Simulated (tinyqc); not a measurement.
Floating body of a partially depleted SOI transistor: body voltage and kink: one step of the calculation.

Source at 0 V. Channel current Ic = 2 nf K Vt^2 [F(0) - F(Vd)](1 + la Vd), F(V) = ln^2(1 + exp((Vg - VT - nf V)/(2 nf Vt))), VT = VT0 - gb Vb. Saturation voltage Vs = 2 Vt sqrt(F(0)) + 3 Vt, excess Ve = (Vd - Vs + sqrt((Vd - Vs)^2 + 0.0004 V^2))/2, multiplication M1 = Ai Ve exp(-Bl/Ve). Each junction passes D(v) = J1 (exp(v/Vt) - 1) + J2 (exp(v/(2 Vt)) - 1). Bipolar current Ib = bb J1 (exp(Vb/Vt) - 1). The body settles where M1 (Ic + Ib) = D(Vb) + D(Vb - Vd) + Vb/Rb; drain current Id = (1 + M1)(Ic + Ib) - D(Vb - Vd).

Question. Drain current with floating and with grounded body. Id and VT at the converged Vb, Id at Vb = 0, their ratio, and the bipolar share Ib/(Ic + Ib).

Parameters, values chosen for the exercise; values of the order met in partially depleted silicon-on-insulator transistors:

| symbol | value | unit | meaning |
|---|---|---|---|
| T | 300 | K | temperature |
| VT0 | 0.43 | V | threshold at zero body voltage |
| gb | 0.21 |  | fall of the threshold per volt of body voltage |
| nf | 1.15 |  | slope factor |
| K | 320 | uA/(V^2 um) | gain factor per width |
| la | 0.03 | 1/V | channel-length modulation factor |
| Ai | 1.1 | 1/V | impact-ionisation prefactor |
| Bl | 5.8 | V | impact-ionisation voltage |
| J1 | 1.6e-12 | uA/um | diffusion saturation current of each junction |
| J2 | 1.2e-9 | uA/um | recombination saturation current of each junction |
| bb | 0.5 |  | gain of the lateral bipolar transistor on the diffusion current |
| Rb | 1e9 | kohm um | resistance of a weak body tie to the source (1e9 stands for no tie, and the term is then dropped) |
| Vg | 0.52 | V | gate voltage |
| Vd | 1.1 | V | drain voltage |

Constants: q = 1.602176634e-19 C, kB = 1.380649e-23 J/K, Vt = kB T/q. Results are converted to the units shown.

converged Vb = 0.56908168 V

Wanted: VT; Id, floating; Id, grounded; ratio; bipolar share.

Answer.

VT = 0.31049 V
Id, floating = 6.4217 uA/um
Id, grounded = 1.4933 uA/um
ratio = 4.3002
bipolar share = 0.045289 %

The body rises to 0.569 V and lowers the threshold by 120 mV.

Range of the model: The multiplication law is an empirical form chosen for the exercise; self-heating and capacitive coupling to the body are left out, and the linear laws are rough once Vb passes about 0.7 V or M1 about 0.1.

Numbers from tinyqc (`OMP_NUM_THREADS=1 python tinyqc.py 2182262 2182263 out.jsonl`; about 0.2 s on one thread of a shared Intel Xeon 2.30GHz).
